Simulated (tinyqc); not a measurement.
WKB tunnelling through a gate dielectric with a two-band (Franz) dispersion: one step. The integrals by Simpson's rule. The numbers come from values chosen for the exercise (of the size used for HfO2 on silicon).

kappa (1/angstrom):
```
x (angstrom),u (eV),parabolic,Franz
0.00000,1.560000,0.300132,0.255011
4.12500,1.485000,0.292828,0.251098
8.25000,1.410000,0.285338,0.246890
12.37500,1.335000,0.277645,0.242369
16.50000,1.260000,0.269734,0.237519
20.62500,1.185000,0.261583,0.232319
24.75000,1.110000,0.253169,0.226744
28.87500,1.035000,0.244467,0.220767
33.00000,0.960000,0.235443,0.214353
```

Task: Weights 1, 4, 2, 4, 2, 4, 2, 4, 1 times a third of the spacing.

Give: integral of kappa dx.

Result:

integral of kappa dx: parabolic 8.880, Franz 7.807

(tinyqc, `OMP_NUM_THREADS=1 python tinyqc.py 1482454 1482455 out.jsonl`, Intel(R) Xeon(R) Processor @ 2.30GHz, 1 thread, shared host, about 0.01 s.)
